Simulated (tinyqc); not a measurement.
Donor level screened by free carriers (Yukawa potential): sweeps and comparisons. A value that a table varies takes the place of the one given here.

Potential -(q/(eps r)) exp(-ks r), q = e^2/(4 pi eps0). In units Ry* = Ry m/eps^2 and a* = a0 eps/m the problem is [-Laplacian - 2 exp(-x r)/r] psi = E psi with x = ks a*.

Converged values use 18 functions exp(-z r), z = 1.55^i, i = -11 to 6: S = 2/A^3, H = z_i z_j S - 2/(A + x)^2, A = z_i + z_j.

Screening wave number: Debye ks^2 = 4 pi q n/(eps kB T); Thomas-Fermi ks^2 = 6 pi q n/(eps EF) with EF = c (3 pi^2 n/gv)^(2/3)/m, c = hbar^2/2m0; the two are joined by 1/ks^2 = sqrt(1/ks_D^4 + 1/ks_TF^4). 1e18/cm^3 = 1e-6/angstrom^3, q = e^2/(4 pi eps0).

Constants: e^2/(4 pi eps0) = 14.39964547 eV angstrom; kB = 8.617333262e-05 eV/K; hbar^2/2m0 = 3.80998211 eV angstrom^2; Ry = 13.60569312 eV; a0 (Bohr radius) = 0.5291772105 angstrom.

Parameters, chosen for this exercise (near those of a donor in Si, with one mean mass; the results hold for these values, not for the real material): xs = (0.06, 0.11, 0.31, 0.43, 0.77, 0.95, 1.09) (values of x); m = 0.321 m0 (mass); eps = 11.9 (dielectric constant); gv = 6 (valleys); T = 400 K (temperature); nl = (0.0025, 0.0083, 0.025, 0.083, 0.25, 0.83, 2.5) x 1e18/cm^3 (densities); n = 0.083 x 1e18/cm^3 (free-carrier density).

## Towards the loss of the bound state

First order (-1 + 2x), one-parameter (minimum of z^2 - 8 z^3/(2z + x)^2) and converged 1s energies in Ry*, and the mean radius in a*; a dash marks an unbound result.

Results:

| x | first order | trial function | converged | <r> |
|---|---|---|---|---|
| 0.06 | -0.8800 | -0.8852 | -0.8852 | 1.50 |
| 0.11 | -0.7800 | -0.7970 | -0.7970 | 1.52 |
| 0.31 | -0.3800 | -0.5019 | -0.5026 | 1.62 |
| 0.43 | -0.1400 | -0.3628 | -0.3648 | 1.72 |
| 0.77 | - | -0.0930 | -0.1042 | 2.43 |
| 0.95 | - | -0.0143 | -0.0331 | 3.63 |
| 1.09 | - | - | -0.0056 | 7.54 |

First order loses the state at x = 0.5, the trial function reaches zero energy at x = 1.00, and the exact limit is 1.19. The radius starts at 1.5 a*, grows slowly at first (1.62 at x = 0.31), then steadily, and swells towards the end (7.5 at 1.09), where a single exponential fails: the binding vanishes as the square of the distance from 1.19.

## Binding against carrier density

Ry* = 30.8412 meV
a* = 19.617 angstrom

x from the joined ks; converged 1s binding (dash: x above 1.17, at or past the limit 1.19 where the state unbinds).

Results:

| n (1e18/cm^3) | EF/kB T | 1/ks (angstrom) | x | binding (meV) | n^(1/3) a* |
|---|---|---|---|---|---|
| 0.0025 | 0.00 | 952.2 | 0.021 | 29.59 | 0.027 |
| 0.0083 | 0.00 | 522.6 | 0.038 | 28.59 | 0.040 |
| 0.025 | 0.01 | 301.1 | 0.065 | 27.01 | 0.057 |
| 0.083 | 0.02 | 165.3 | 0.119 | 24.13 | 0.086 |
| 0.25 | 0.04 | 95.2 | 0.206 | 19.88 | 0.124 |
| 0.83 | 0.09 | 52.3 | 0.375 | 13.09 | 0.184 |
| 2.5 | 0.18 | 30.2 | 0.649 | 5.45 | 0.266 |

The binding falls from 29.6 to 5.5 meV (bare value 30.8); it passes half the bare value between 0.25 and 0.83 x 1e18/cm^3. The level is still bound in the last row. x grows with exponent 0.50 in n at the start and 0.50 at the end (1/2 for Debye, 1/6 for Thomas-Fermi screening).

## What each parameter does

Ry* = Ry m/eps^2, a* = a0 eps/m, x = ks a* with the joined ks; converged binding. Each row changes one parameter from the base and keeps the others.

Results:

| case | 1/ks (angstrom) | x | binding in Ry* | binding (meV) |
|---|---|---|---|---|
| base | 165.3 | 0.119 | 0.782 | 24.13 |
| n = 0.0415 x 1e18/cm^3 | 233.7 | 0.084 | 0.842 | 25.97 |
| T = 370 K | 159.0 | 0.123 | 0.774 | 23.88 |
| m = 0.36 m0 | 165.3 | 0.106 | 0.804 | 27.81 |
| eps = 10.9 | 158.2 | 0.114 | 0.791 | 29.07 |
| gv = 7 | 165.3 | 0.119 | 0.782 | 24.13 |

The largest shifts from the base row, up to three for each result and ties (the steps differ in size, so this ranks the rows, not the parameters). 1/ks (angstrom): n +68.5, eps -7.1, T -6.3; unchanged at the printed digits by m and gv. x: n -0.035, m -0.013, eps -0.005, T +0.005; unchanged at the printed digits by gv. binding in Ry*: n +0.060, m +0.022, eps +0.009; unchanged at the printed digits by gv. binding (meV): eps +4.95, m +3.69, n +1.85; unchanged at the printed digits by gv.

Computed by tinyqc, a small Python program: `OMP_NUM_THREADS=1 python tinyqc.py 1250438 1250439 out.jsonl` (the numbers bound the seed that draws the inputs); one thread of a shared host (Intel(R) Xeon(R) Processor @ 2.30GHz), about 0.01 s for the whole set of steps.
